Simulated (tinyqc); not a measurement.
Inside a calculation. Model: gated graphene, quantum capacitance.

Program tinyqc, `OMP_NUM_THREADS=1 python tinyqc.py 2200041 2200042 out.jsonl`; Intel Xeon 2.30GHz, shared host, one thread, about 0.01 s. Printed values are rounded.

phi is the Fermi level above the Dirac point, in volts; Vg is counted from the gate voltage of charge neutrality. Ideal linear bands, no charge puddles.

Inputs (values chosen for the exercise); values close to those of graphene:
- T = 300 K (temperature)
- eox = 3.9 (relative permittivity of the gate insulator (close to silicon dioxide))
- tox = 4.2 nm (insulator thickness)
- vF = 1.01e6 m/s (Fermi velocity)
- Dit = 0 cm^-2 eV^-1 (density of traps)
- Vg = -0.91 V (gate voltage)

Constants: q = 1.602176634e-19 C, kB = 1.380649e-23 J/K, hbar = 1.054571817e-34 J s, Vt = kB T/q, eps0 = 8.8541878128e-14 F/cm where lengths are in cm. Results are converted to the units shown.

## Gate capacitance

Cox = eps0 eox/tox.

Cox = 0.822175 uF/cm^2

## Starting value

phi = Vg.

phi at the start = -0.91 V

## Iteration 1: new phi

N0 = (2/pi)(kB T/(hbar vF))^2; n = N0 F1(phi/Vt), p = N0 F1(-phi/Vt), F1(e) = int_0^infinity u du/(1 + exp(u - e)) = -Li2(-exp(e)); Cq = q d(n - p)/dphi = (q N0/Vt) ln[2 (1 + cosh(phi/Vt))]. Newton: f = phi + q (n - p + Dit phi)/Cox - Vg, phi(new) = phi - f/(1 + (Cq + q Dit)/Cox).

n = 4.96783e-5 cm^-2
p = 5.98012e13 cm^-2
Cq = 21.0019 uF/cm^2
f = -11.6535 V
phi after iteration 1 = -0.470979 V

## Iteration 2: new phi

As before.

n = 1178.70 cm^-2
p = 1.61347e13 cm^-2
Cq = 10.8697 uF/cm^2
f = -2.70516 V
phi after iteration 2 = -0.280751 V

## Iteration 3: new phi

As before.

n = 1.84962e6 cm^-2
p = 5.83535e12 cm^-2
Cq = 6.47946 uF/cm^2
f = -0.507889 V
phi after iteration 3 = -0.223562 V

## Course of the iteration

Stop when the step is below 1e-10 V, or after 40 iterations.

Course of the iteration:

| iteration | phi before the step (V) | step (V) |
|---|---|---|
| 1 | -0.91 | 0.439 |
| 2 | -0.470979 | 0.190 |
| 3 | -0.280751 | 0.0572 |
| 4 | -0.223562 | 6.31e-3 |
| 5 | -0.217253 | 7.87e-5 |
| 6 | -0.217175 | 1.22e-8 |
| 7 | -0.217175 | < 1e-13 |

Converged in 7 iterations.

## Charge and capacitances at the solution

converged phi = -0.217175 V

N0 = (2/pi)(kB T/(hbar vF))^2; n = N0 F1(phi/Vt), p = N0 F1(-phi/Vt), F1(e) = int_0^infinity u du/(1 + exp(u - e)) = -Li2(-exp(e)); Cq = q d(n - p)/dphi = (q N0/Vt) ln[2 (1 + cosh(phi/Vt))]. 1/C_G = 1/Cox + 1/(Cq + q Dit); dphi/dVg = Cox/(Cox + Cq + q Dit).

n - p = -3.55531e12 cm^-2
Cq = 5.01244 uF/cm^2
C_G = 0.706319 uF/cm^2
dphi/dVg = 0.140913

Cq is 6.10 times Cox, so C_G is 85.9 % of Cox; 23.9 % of the gate voltage has gone into phi.
